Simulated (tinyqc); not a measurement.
Worked calculation: sp3 tight binding, zinc-blende lattice. Computed by tinyqc, a small Python program that keeps every step. Command: `OMP_NUM_THREADS=1 python tinyqc.py 21553 21554 out.jsonl` (the two numbers bound the seeds that draw the settings). One thread of a shared host (Intel(R) Xeon(R) Processor @ 2.60GHz), about 0.01 s of CPU time with the checks.

## Bloch Hamiltonian at k

Parameters chosen for this model: zinc-blende lattice, anion at 0, cation at a/4 (1,1,1); V = eta hbar^2 / (m d^2), hbar^2/m = 7.619964 eV angstrom^2:
```
parameter          value      unit
a               5.500000  angstrom
d               2.381570  angstrom
Es anion      -14.520000        eV
Ep anion       -5.540000        eV
Es cation     -14.520000        eV
Ep cation      -5.540000        eV
eta ss         -1.400000
eta sp          1.840000
eta pp sigma    3.240000
eta pp pi      -0.810000
V ss           -1.880851        eV
V sp            2.471975        eV
V pp sigma      4.352826        eV
V pp pi        -1.088206        eV
```

k point k (2 pi / a): -0.3200  -0.0900  0.1300

Slater-Koster rules over the four bonds with direction cosines (l, m, n): ss V_ss; s-px l V_sp; px-s -l V_sp; px-px l^2 V_pps + (1 - l^2) V_ppp; px-py l m (V_pps - V_ppp); each times exp(i k.d).

H(k) at k (eV):
```
                  a s             a px             a py            a pz
a s          -14.5200           0.0000           0.0000          0.0000
a px           0.0000          -5.5400           0.0000          0.0000
a py           0.0000           0.0000          -5.5400          0.0000
a pz           0.0000           0.0000           0.0000         -5.5400
c s   -6.3914-0.1036i  -0.1429-2.6662i  -0.5521-0.6902i  0.3795+1.0044i
c px   0.1429+2.6662i   2.4653+0.0399i  -0.4822-1.2763i  0.7017+0.8771i
c py   0.5521+0.6902i  -0.4822-1.2763i   2.4653+0.0399i  0.1816+3.3882i
c pz  -0.3795-1.0044i   0.7017+0.8771i   0.1816+3.3882i  2.4653+0.0399i

                  c s             c px             c py             c pz
a s   -6.3914+0.1036i   0.1429-2.6662i   0.5521-0.6902i  -0.3795+1.0044i
a px  -0.1429+2.6662i   2.4653-0.0399i  -0.4822+1.2763i   0.7017-0.8771i
a py  -0.5521+0.6902i  -0.4822+1.2763i   2.4653-0.0399i   0.1816-3.3882i
a pz   0.3795-1.0044i   0.7017-0.8771i   0.1816-3.3882i   2.4653-0.0399i
c s          -14.5200           0.0000           0.0000           0.0000
c px           0.0000          -5.5400           0.0000           0.0000
c py           0.0000           0.0000          -5.5400           0.0000
c pz           0.0000           0.0000           0.0000          -5.5400
```

## Levels at k

Diagonalise the Hermitian matrix.

eigenvalues (eV): -21.4020  -11.5308  -9.9265  -9.5784  -5.4863  -2.2835  -1.2037  -0.8688

weights |c|^2 of the basis functions:
```
      band 1  band 2  band 3  band 4  band 5  band 6  band 7  band 8
a s   0.4869  0.2044  0.0027  0.0251  0.2642  0.0082  0.0006  0.0079
a px  0.0106  0.1429  0.0135  0.1527  0.1799  0.4573  0.0011  0.0421
a py  0.0009  0.0718  0.3359  0.0676  0.0368  0.0147  0.1948  0.2775
a pz  0.0017  0.0808  0.1479  0.2546  0.0191  0.0198  0.3036  0.1725
c s   0.4869  0.2044  0.0027  0.0251  0.2642  0.0082  0.0006  0.0079
c px  0.0106  0.1429  0.0135  0.1527  0.1799  0.4573  0.0011  0.0421
c py  0.0009  0.0718  0.3359  0.0676  0.0368  0.0147  0.1948  0.2775
c pz  0.0017  0.0808  0.1479  0.2546  0.0191  0.0198  0.3036  0.1725
```

## Bloch Hamiltonian at X

k point X (2 pi / a): 1  0  0

As before.

H(k) at X (eV):
```
                 a s            a px            a py            a pz
a s         -14.5200          0.0000          0.0000          0.0000
a px          0.0000         -5.5400          0.0000          0.0000
a py          0.0000          0.0000         -5.5400          0.0000
a pz          0.0000          0.0000          0.0000         -5.5400
c s           0.0000  0.0000+5.7088i          0.0000          0.0000
c px  0.0000-5.7088i          0.0000          0.0000          0.0000
c py          0.0000          0.0000          0.0000  0.0000-7.2547i
c pz          0.0000          0.0000  0.0000-7.2547i          0.0000

                 c s            c px            c py            c pz
a s           0.0000  0.0000+5.7088i          0.0000          0.0000
a px  0.0000-5.7088i          0.0000          0.0000          0.0000
a py          0.0000          0.0000          0.0000  0.0000+7.2547i
a pz          0.0000          0.0000  0.0000+7.2547i          0.0000
c s         -14.5200          0.0000          0.0000          0.0000
c px          0.0000         -5.5400          0.0000          0.0000
c py          0.0000          0.0000         -5.5400          0.0000
c pz          0.0000          0.0000          0.0000         -5.5400
```

## Levels at X

As before.

eigenvalues (eV): -17.2929  -17.2929  -12.7947  -12.7947  -2.7671  -2.7671  1.7147  1.7147

## Bands along a path

The same steps at evenly spaced points between the labelled ones.

Bands along the path (eV):
```
k           band 1    band 2    band 3    band 4   band 5   band 6   band 7   band 8
L         -19.5174  -16.0036  -10.6183  -10.6183  -6.0984  -0.4617  -0.4617   1.4994
L-G 0.33  -20.4912  -14.2831  -10.1711  -10.1711  -6.0232  -0.9089  -0.9089   0.6775
L-G 0.67  -21.6239  -11.0646   -9.1125   -9.1125  -6.0931  -1.9675  -1.9675  -1.3384
G         -22.0434   -8.4419   -8.4419   -8.4419  -6.9966  -2.6381  -2.6381  -2.6381
G-X 0.33  -21.4771  -10.8833   -9.9529   -9.9529  -5.1743  -2.5853  -1.1271  -1.1271
G-X 0.67  -19.8341  -14.1653  -11.9881  -11.9881  -3.5840  -2.5367   0.9081   0.9081
X         -17.2929  -17.2929  -12.7947  -12.7947  -2.7671  -2.7671   1.7147   1.7147
X-W 0.33  -17.2929  -17.2929  -12.7947  -12.7947  -2.7671  -2.7671   1.7147   1.7147
X-W 0.67  -17.2929  -17.2929  -12.7947  -12.7947  -2.7671  -2.7671   1.7147   1.7147
W         -17.2929  -17.2929  -12.7947  -12.7947  -2.7671  -2.7671   1.7147   1.7147
```

With 4 band(s) filled, the highest filled level on these points lies at G and the lowest empty one at G: a gap of 1.4453 eV, direct.
